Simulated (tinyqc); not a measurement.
Segment and feed resistance from two drops.

Problem. A rail is fed at one end through Rq; K loads of Ij follow, each after a segment Rs. The drop at load j is K Ij Rq + Rs Ij sum_(l=1..j) (K - l + 1). Find Rs, Rq and the worst drop, at the middle, if the rail were fed through Rq at both ends: K Ij Rq/2 + Rs Ij K^2/8 with the load taken as continuous.

Parameters, values chosen for the exercise: number of equal loads K = 29; current of each load Ij = 0.5 mA.

drops at the first and at the last load (mV): 6.38  38.86

Solution. The difference of the two drops is Rs Ij K (K - 1)/2, which gives Rs; the first drop then gives Rq.

Rs = 0.1600 ohm
Rq = 0.2800 ohm
drop at the middle with two feeds = 10.44 mV

tinyqc, about 0.3 s, one thread, Intel Xeon 2.30GHz (shared host): `OMP_NUM_THREADS=1 python tinyqc.py 2770121 2770122 out.jsonl`
